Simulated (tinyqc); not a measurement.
# Worked calculation: ESD clamp with bipolar snapback, compact model and design window

Program tinyqc, `OMP_NUM_THREADS=1 python tinyqc.py 2670011 2670012 out.jsonl`; Intel Xeon 2.30GHz, shared host, one thread, about 0.01 s. Printed values are rounded.

The drain junction multiplies the current that enters it: Igen = (M - 1)(Ic + I0), M = 1/(1 - (Vj/BV)^n). The generated holes leave through the substrate resistance and the base of the parasitic npn: Igen = Vb/Rb + Ic/be, Ic = Is exp(Vb/Vt). Terminal current I = Ic + I0 + Igen and voltage V = Vj + I Ro, per width. Isothermal, constant gain.

Parameters, values chosen for the exercise; values close to those of grounded-gate n-channel clamps: temperature T = 300 K; junction breakdown voltage BV = 10 V; exponent of the multiplication n = 3.6; current gain of the parasitic npn be = 12; saturation current Is = 7.8e-17 A/um; junction leakage I0 = 5.4e-11 A/um; substrate resistance Rb = 25000 ohm um; drain ballast and contact resistance Ro = 110 ohm um; failure current for 100 ns It2 = 11.5 mA/um; finger width Wf = 50 um; number of fingers Nf = 10; human-body-model level Lv = 1 kV; oxide breakdown voltage for 100 ns Vox = 11.4 V; supply voltage Vdd = 1.8 V.

Constants: q = 1.602176634e-19 C, kB = 1.380649e-23 J/K, Vt = kB T/q. Results are converted to the units shown.

## The snapback curve

Vb, point 0 to 8 (V): 0.05  0.3  0.355  0.415  0.465  0.625  0.776  0.796  0.826

For given Vb: Ic, Igen, M = 1 + Igen/(Ic + I0), Vj = BV (1 - 1/M)^(1/n), I and V.

```
point   Ic (uA/um)          M   Vj (V)  I (uA/um)    V (V)
0      5.39582e-10    37037.7  9.99993    2.00005  10.0001
1       8.54816e-6  1.91853e5  9.99999    12.0001  10.0013
2       7.17517e-5  1.12922e5  9.99998    14.2001  10.0015
3       7.30782e-4    21153.5  9.99987    16.6008  10.0017
4       0.00505534    3641.47  9.99924    18.6055  10.0013
5          2.46395    11.2294  9.74425    27.6693  9.74729
6          847.854    1.11994  5.37644    949.548  5.48089
7          1837.83    1.10066  5.14569    2022.83  5.36820
8          5865.21    1.08897  4.98697    6387.02  5.68954
```

V peaks at Vt1 = 10.00 V and falls to Vh = 5.368 V: once the npn supplies current, a small M feeds the base. At high current M tends to 1 + 1/be and Vj to BV (1 + be)^(-1/n) = 4.904 V.

## Iteration 1: base voltage at the failure current

Vb at the start = 0.74 V

I(Vb) = Ic (1 + 1/be) + I0 + Vb/Rb, I' = Ic (1 + 1/be)/Vt + 1/Rb; Newton steps on ln I: Vb(new) = Vb - ln(I/It2) I/I'. V follows from the introduction.

I = 0.257797 mA/um
V = 6.26665 V
I' = 8.86705 mS/um
Vb after iteration 1 = 0.850419 V

## Iteration 2: base voltage at the failure current

As before.

I = 16.3749 mA/um
V = 6.73913 V
I' = 632.133 mS/um
Vb after iteration 2 = 0.841265 V

## Course of the iteration: base voltage at the failure current

Stop when Vb changes by less than 1e-10 V, or after 20 iterations. Vb must stay between 0 and 8 V.

Course of the iteration:
```
iteration    Vb (V)  |change| (V)
1          0.850419         0.110
2          0.841265       9.15e-3
3          0.841261       3.56e-6
4          0.841261      6.72e-13
```

Converged in 4 iterations. At the end the number of correct digits about doubles with each step.

## Design window and human-body level

Vt1 = 10.0017 V
Vh = 5.36819 V
Vt2 = 6.21648 V

Human-body model: 100 pF through 1500 ohm, peak current about (level - Vt2)/1500 ohm, decay time 150 ns. All fingers turn on before the first fails if Vt2 > Vt1; then the clamp carries Nf Wf It2, otherwise in the worst case Wf It2. Margins: Vh - 1.1 Vdd against latching in operation, Vox - max(Vt1, Vt2) for the protected oxide.

peak current = 0.662522 A
current the clamp carries = 0.575 A
level it withstands = 0.868716 kV
holding margin = 3.38819 V
oxide margin = 1.39831 V

Uniform turn-on is not assured; the clamp fails the level. Both margins are positive.
